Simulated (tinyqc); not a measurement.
Monte Carlo simulation of one carrier in a uniform electric field: one step, computed by the program tinyqc. Command: `OMP_NUM_THREADS=1 python tinyqc.py 3015737 3015738 out.jsonl mcfl walk`. One thread of a shared host (Intel(R) Xeon(R) Processor @ 2.30GHz), about 1 s of CPU time with the checks.

The force e F acts along +z. Flights end at the constant total rate Gamma; the part of Gamma that the real rates do not fill is self-scattering, which leaves k unchanged. One valley, no impurities; equivalent final valleys enter only through Z_f in the optical rate.

Question. Flight 1. Parabolic band: E = hbar^2 k^2/(2 m), speed v = hbar k/m, states per spin, volume and energy g(E) = m k/(2 pi^2 hbar^2). Masses are multiplied by m_0 and all formulas are in SI units. Flight: t = -ln(r1)/Gamma; k_z grows by e F t/hbar; E follows from the band; dz = (E_end - E_start)/(e F). Use row 1 of the random numbers.

Inputs (values chosen for the exercise, modelled on holes in germanium): effective mass m = 0.303 m_0; lattice temperature T = 77 K; electric field F = 6.3 kV/cm.

Crystal: non-polar. Band: parabolic.

starting wave vector (1/nm): -0.049  0.034  -0.26

Random numbers (0.02 to 0.98, from up to 60 sets tried for early real events), one row a flight:
```
       r1      r2      r3      r4
1  0.2163  0.4105  0.0640  0.1105
2  0.0318  0.2619  0.9666  0.4975
3  0.1368  0.6657  0.7028  0.1669
4  0.6886  0.1331  0.6476  0.4496
5  0.8003  0.5836  0.1736  0.6492
6  0.2980  0.4310  0.4033  0.9198
7  0.2664  0.0841  0.2809  0.6385
```

Gamma = 8.769242 1e12/s

Constants: e = 1.602176634e-19 C; hbar = 1.054571817e-34 J s; m_0 = 9.1093837015e-31 kg.

Give: flight time t; k at the end of the flight; energy at the end; displacement dz.

Answer.

flight time t = 174.6 fs

k at the end of the flight (1/nm): -0.04900  0.03400  -0.09289

energy at the end = 1.532 meV

displacement dz = -11.77 nm
